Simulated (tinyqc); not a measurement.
Along the channel and with depth: stress in a transistor channel from embedded alloy regions, liners and fins, by half-space elasticity. Computed by tinyqc, a small Python program. Command: `OMP_NUM_THREADS=1 python tinyqc.py 3011797 3011798 out.jsonl stressor walk`. One thread of a shared host (Intel(R) Xeon(R) Processor @ 2.30GHz), about 0.01 s of CPU time with the checks.

Plane strain in an isotropic half-space, the same constants everywhere; x along the channel from its centre, y downwards from the free surface; stress is positive in tension.

Inputs (values chosen for the exercise, modelled on silicon):
```
quantity                          value  unit
alloy fraction x                  0.025     -
lattice change per unit x, beta  -0.465     -
Young's modulus E                   159   GPa
Poisson ratio nu                   0.22     -
channel length L                     36    nm
length of each stressor S            80    nm
recess depth d                       70    nm
depth of the field point y            5    nm
```

Stressor: Si(1-x)C(x) source and drain.

Method. Misfit e = beta x. A fully constrained inclusion holds the stress -p with p = E e/(1 - 2 nu); a blanket film would hold -E e/(1 - nu) in the plane. A line element dA of misfit at (a, c) in the half-space gives, with C = E e/(2 pi (1 - nu)), X = x - a, r1^2 = X^2 + (y - c)^2, r2^2 = X^2 + Y^2, Y = y + c: s_xx = -C dA {[X^2 - (y - c)^2]/r1^4 + 3 [X^2 - Y^2]/r2^4 + 4 y Y (Y^2 - 3 X^2)/r2^6}, s_yy = C dA {[X^2 - (y - c)^2]/r1^4 - [X^2 - Y^2]/r2^4 + 4 y Y (Y^2 - 3 X^2)/r2^6}. These are integrated over two rectangles, L/2 < |a| < L/2 + S, 0 < c < d (closed form in a, 200 Gauss-Legendre points in c).

misfit e = -0.011625

Stress (MPa):
```
2x/L  s_xx at y  s_yy at y  s_xx at d/2  s_xx at 1.5 d
0.0      1412.9     -18.73       444.46        -313.77
0.2      1388.0     -23.28       453.17        -315.63
0.4      1306.2     -42.42       478.66        -321.10
0.6      1146.9    -106.40       518.99        -329.77
0.8       916.9    -357.95       570.90        -341.01
```

Near the surface s_xx changes by -35 % from the centre to 2x/L = 0.8. At the centre, s_xx at half the recess depth is 0.31 of its value at y, and below the recess -0.22. An element acts with the sign of X^2 - (y - c)^2, so its direct term reverses where the offset in depth exceeds the lateral distance, and the image terms that amplify the stress near the surface fade with depth.
